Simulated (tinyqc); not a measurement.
Lattice vibrations of a chain, step by step. One step of it, computed by the program tinyqc.

Task: Frequencies. omega^2 are the eigenvalues; wavenumber = 521.4708 sqrt(eigenvalue) 1/cm.

D(q) (eV/(angstrom^2 u)):
```
[[0.255448, 0.111450],
 [0.111450, 0.250297]]
```

Give: eigenvalues; wavenumbers; weights |e|^2 of the mass-weighted modes.

Result:

eigenvalues: [0.1414, 0.3644]

wavenumbers (1/cm): [196.1, 314.8]

weights |e|^2 of the mass-weighted modes, order atom 1, atom 2:
```
[[0.4884, 0.5116],
 [0.5116, 0.4884]]
```
